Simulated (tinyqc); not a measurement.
Longitudinal sound in a periodic multilayer: transfer matrices, stop bands and folded phonons: one step, computed by the program tinyqc.

Layers 1 and 2 repeat with period d = d_1 + d_2; waves travel normal to the layers, without loss. State vector (u, s): displacement u and stress divided by omega. Impedances Z = rho v are in 1e6 kg/(m^2 s).

Question. Transmission through N periods. A layer maps (u, s) by [[cos p, sin p/Z], [-Z sin p, cos p]], p = 2 pi f d_i/v_i; one period is M = M_2 M_1, and cos(q d) = trace(M)/2. For N periods A = M^N. A wave comes from a thick layer of material 1 and leaves into the substrate (Z_s): transmitted power T = 4 Z_1 Z_s/|Z_1 A_22 + Z_s A_11 - i (Z_1 Z_s A_12 - A_21)|^2, reflected power R = 1 - T.

Inputs (values chosen for the exercise, modelled on silica (layer 1), silicon nitride (layer 2) and silicon (substrate)):
```
quantity       value  unit
velocity v_1    5900   m/s
thickness d_1    505    nm
velocity v_2    9960   m/s
thickness d_2    846    nm
periods N         20     -
frequency f     1.79   GHz
```

M:
```
            1           2
1  0.04614493  0.05219696
2   -20.26576   -1.252817
```

Z_2 = 30.378

Z_1 = 12.862

Z of the substrate = 19.173

Give: A = M^N; transmitted power T; T in decibel.

Answer.

A = M^N:
```
        1        2
1   1.233  0.02471
2  -9.595   0.6185
```

transmitted power T = 0.7923

T in decibel = -1.011 dB
